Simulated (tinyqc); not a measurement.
Atomic layer deposition: Langmuir saturation, growth per cycle and coating of deep features: one step, computed by the program tinyqc.

Precursor A sticks only on free sites, so a long enough pulse saturates; co-reactant B then frees the sites again.

Task: The first four cycles. One cycle from coverage th0: pulse A gives th1 = th_s + (th0 - th_s) exp(-(k_a + k_d) t), th_s = k_a/(k_a + k_d); the purge leaves th2 = th1 exp(-k_d t_p); pulse B converts c_B th2 into film and leaves th3 = (1 - c_B) th2. Growth = G c_B th2. Start from th0 = 0.

Inputs (values chosen for the exercise, modelled on zinc oxide from diethylzinc and water):
```
quantity,value,unit
growth per cycle at saturation G,1.8,angstrom
temperature T,175,C
pulse time t,0.62,s
co-reactant completion per pulse c_B,0.99,-
purge time t_p,15,s
```

k_a = 0.5309027 1/s

k_d = 1.244632e-07 1/s

Give: Cycles.

Result:

Cycles:
```
cycle,th0,th1,th2,th3,growth (angstrom)
1,0.000000,0.2805,0.2805,0.002805,0.4998
2,0.002805,0.2825,0.2825,0.002825,0.5034
3,0.002825,0.2825,0.2825,0.002825,0.5034
4,0.002825,0.2825,0.2825,0.002825,0.5034
```
